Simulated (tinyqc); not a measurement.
Inside a calculation. Model: frequency dispersion of an accumulation capacitance by border traps, distributed model.

Numbers from tinyqc (`OMP_NUM_THREADS=1 python tinyqc.py 2202002 2202003 out.jsonl`; about 0.3 s on one thread of a shared Intel Xeon 2.30GHz). Printed values are rounded.

Traps spread evenly through the insulator exchange electrons with the semiconductor by tunnelling, with tau(x) = t0 exp(2 ka x) at depth x from the interface. The admittance per area Y seen at depth x obeys dY/dx = -Y^2/(i w eps0 eox) + q Nb ln(1 + i w tau)/tau, with Y(0) = i w Cs and w = 2 pi f; the gate sees Y(tox) = G + i w C. Working variable y = Y/(i w), in uF/cm^2. Cox = eps0 eox/tox.

Parameters, values chosen for the exercise; permittivity close to that of hafnium oxide: relative permittivity of the insulator eox = 18.3; insulator thickness tox = 3.5 nm; semiconductor capacitance in accumulation Cs = 0.51 uF/cm^2; density of border traps Nb = 9.5e19 cm^-3 eV^-1; decay constant of the wave function in the insulator ka = 4.7 1/nm; time constant of a trap at the interface t0 = 2e-10 s; frequency f = 1e6 Hz; depth down to which the steps are taken xe = 1.2 nm.

Constants: q = 1.602176634e-19 C, eps0 = 8.8541878128e-14 F/cm where lengths are in cm. Results are converted to the units shown.

## Scales and lumped estimate

Cox; trap-free value 1/(1/Cox + 1/Cs); response depth d = ln(1/(w t0))/(2 ka), where w tau = 1; lumped estimate: all traps within d act as C_bt = q Nb d placed at d/2, so C = 1/{1/[1/(1/Cs + d/(2 eps0 eox)) + C_bt] + (tox - d/2)/(eps0 eox)}.

Cox = 4.62948 uF/cm^2
trap-free C = 0.459392 uF/cm^2
d = 0.710566 nm
C_bt = 1.08153 uF/cm^2
lumped C = 1.21265 uF/cm^2

The traps within reach amount to 2.12 Cs and lie in the first 20.3 % of the insulator.

## Midpoint steps through the active depth

In terms of y: dy/dx = -y^2/(eps0 eox) + s(x), s = q Nb ln(1 + z)/z, z = i w tau. 10 midpoint steps of h = xe/10: y_half = y + (h/2) y'(x, y), y(new) = y + h y'(x + h/2, y_half).

| point | x (nm) | s (uF/(cm^2 nm)) | y (uF/cm^2) |
|---|---|---|---|
| 0 | 0 | 1.52207-0.00096i | 0.51000+0.00000i |
| 1 | 0.12 | 1.52206-0.00295i | 0.68998-0.00020i |
| 2 | 0.24 | 1.52199-0.00913i | 0.86812-0.00082i |
| 3 | 0.36 | 1.52137-0.02818i | 1.04397-0.00273i |
| 4 | 0.48 | 1.51547-0.08656i | 1.21688-0.00859i |
| 5 | 0.6 | 1.46297-0.25362i | 1.38456-0.02634i |
| 6 | 0.72 | 1.15566-0.54724i | 1.53209-0.07344i |
| 7 | 0.84 | 0.57836-0.56750i | 1.61711-0.14443i |
| 8 | 0.96 | 0.21528-0.34283i | 1.64058-0.19537i |
| 9 | 1.08 | 0.07273-0.16406i | 1.63601-0.21917i |
| 10 | 1.2 | 0.02386-0.07034i | 1.62171-0.22672i |

## Capacitance and conductance at the gate

y at xe = 1.62171-0.22672i uF/cm^2

Beyond xe the traps are ignored, so 1/y(tox) = 1/y(xe) + (tox - xe)/(eps0 eox); C = Re y, G/w = -Im y, loss tangent G/(w C).

y at the gate = 1.32217-0.14970i uF/cm^2
C = 1.32217 uF/cm^2
G/w = 0.149705 uF/cm^2
loss tangent = 0.113227

A fine integration over the whole insulator gives C = 1.3246 and G/w = 0.1556 uF/cm^2; the coarse G/w is 3.8 % below that. The fine C is 2.88 times the trap-free value, and the lumped estimate is 8.5 % below the fine result.
